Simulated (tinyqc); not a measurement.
How far the cone holds: pi bands of a honeycomb layer in tight binding.

Lattice vectors a (1,0) and a (1/2, sqrt3/2); f = exp(i ky a/sqrt3) + 2 cos(kx a/2) exp(-i ky a/(2 sqrt3)), w = |f|. H = [[D - t2 F, -t f], [., -D - t2 F]] with F = w^2 - 3, S = [[1, s0 f], [., 1]]; the levels solve det(H - E S) = 0. K = (4 pi/3a, 0), M = (pi/a, pi/(sqrt3 a)); w = 3, 1, 0 at Gamma, M, K.

Inputs chosen for the exercise (of the size used for hexagonal BN; the results hold for these values, not for the real material): a = 2.5 angstrom (lattice constant); t = 2.36 eV (nearest hopping); t2 = 0.16 eV (second-neighbour hopping); s0 = 0.089 (overlap of neighbours); D = 2.96 eV (+D on A, -D on B).

Upper and lower levels at distance q from K towards Gamma (-x) and towards M (+x), measured from 3 t2; cone: sqrt(D^2 + (hbar v q)^2), hbar v = (sqrt3/2) a (t + 3 t2 s0).

Levels (eV):
```
q (1/angstrom)    cone  upper, to Gamma  lower, to Gamma  upper, to M  lower, to M
0.02            2.9618           2.9620          -2.9618       2.9619      -2.9617
0.05            2.9714           2.9726          -2.9713       2.9717      -2.9705
0.10            3.0054           3.0117          -3.0063       3.0048      -3.0001
0.20            3.1375           3.1732          -3.1504       3.1206      -3.1036
0.30            3.3462           3.4418          -3.3882       3.2774      -3.2429
0.40            3.6182           3.8023          -3.7038       3.4470      -3.3928
0.60            4.3016           4.7121          -4.4822       3.7385      -3.6482
```

Give the missing row, q (1/angstrom) = 0.15.

Computed row:
```
q (1/angstrom)    cone  upper, to Gamma  lower, to Gamma  upper, to M  lower, to M
0.15            3.0611           3.0785          -3.0660       3.0557      -3.0456
```

At q = 0.2 the upper band lies +36 meV from the cone towards Gamma and -17 meV towards M; half their difference, 26 meV, is the trigonal warping, steeper towards Gamma, and their mean, +9 meV, comes from the bending of the band and from t2 or the overlap. All four values stay within 5 % of the cone up to q = 0.3. The electron-hole asymmetry, upper plus lower towards Gamma, is +23 meV at q = 0.2.

(tinyqc, `OMP_NUM_THREADS=1 python tinyqc.py 1480015 1480016 out.jsonl`, Intel(R) Xeon(R) Processor @ 2.30GHz, 1 thread, shared host, about 0.01 s.)
